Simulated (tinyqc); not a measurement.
# Electron density from the filling shift

Inverse problem. At zero temperature the Burstein-Moss shift of one parabolic valley is (C/me + C/mh) kF^2 with kF = (3 pi^2 n)^(1/3), C = hbar^2/(2 m0). Find kF and n.

Parameters, values chosen for the exercise: electron mass me = 0.0402 m0; hole mass mh = 0.454 m0.

Constants: q = 1.602176634e-19 C, hbar = 1.054571817e-34 J s, m0 = 9.1093837015e-31 kg, hbar^2/(2 m0) = 0.0380998212 eV nm^2. Results are converted to the units shown.

filling shift = 381.68067 meV

Solution. The shift gives kF^2, and n = kF^3/(3 pi^2).

kF = 0.6082 1/nm
n = 7.600e18 cm^-3

tinyqc, about 0.01 s, one thread, Intel Xeon 2.30GHz (shared host): `OMP_NUM_THREADS=1 python tinyqc.py 2330039 2330040 out.jsonl`
